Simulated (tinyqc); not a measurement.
Weakening the contact bond: metal-induced gap states at the contact of a metal chain and a two-band chain.

The semiconductor alternates sites A at -Eg/2 and C at +Eg/2 with hopping -t; the gap runs from -Eg/2 to Eg/2. In the gap cosh(q a) = 1 + (Eg^2/4 - E^2)/(2 t^2) and the amplitude changes by -exp(-q a) a period. The metal has site energy 0 and hopping -tm; its end site has g_m = (E - i sqrt(4 tm^2 - E^2))/(2 tm^2). Sites 1, 2, ... count into the semiconductor, with energies e1, e2 alternating. The clean half chain has g1 = 1/(E - e1 - t^2 g2), g2 = 1/(E - e2 - t^2 g1), decaying root. With the contact G11 = 1/(1/g1 - tc^2 g_m), and the density on site j is -Im G_jj/pi = |psi_j/psi_1|^2 (-Im G11/pi), per spin, with psi_2/psi_1 = -t g2, psi_3/psi_2 = -t g1.

Constants: e^2/(4 pi eps0) = 14.39964547 eV angstrom.

Inputs chosen for the exercise (gap and optical dielectric constant near those of Ge; the chain itself is a model; the results hold for these values, not for the real material):
- Eg = 0.66 eV (gap)
- t = 2.09 eV (hopping in the semiconductor)
- tm = 2.12 eV (hopping in the metal)
- end = C (site that touches the metal)
- a = 4 angstrom (period (two sites); one chain for each area a^2)
- eps = 16.3 (dielectric constant)
- E = -0.05 eV (energy from mid-gap)

At the given E, tc is varied, as by a thin spacer. xi = 1/(2q), N = 2 (summed density)/a^2, S = 1/(1 + 4 pi e^2 N xi/eps) with xi and eps kept.

Against tc:
```
tc (eV),D1 (1/eV),summed density (1/eV),S
0.10,0.00022,0.00175,0.9698
0.25,0.00135,0.01093,0.8372
0.50,0.00541,0.04366,0.5627
0.80,0.01373,0.11073,0.3366
1.20,0.02942,0.23738,0.1914
1.80,0.05305,0.42799,0.1160
2.50,0.06079,0.49040,0.1028
3.50,0.04603,0.37132,0.1314
```

For a weak bond the density goes as tc^2 (ratio 6.25 between 0.25 and 0.1 eV, against 6.25). It is largest at tc = 2.5 eV among these rows and falls beyond, as the first site pairs off with the metal. S is 0.970 at 0.1 eV and has its least value, 0.103, in that row.

tinyqc: `OMP_NUM_THREADS=1 python tinyqc.py 1451771 1451772 out.jsonl`; about 0.01 s, one thread, shared Intel(R) Xeon(R) Processor @ 2.30GHz.
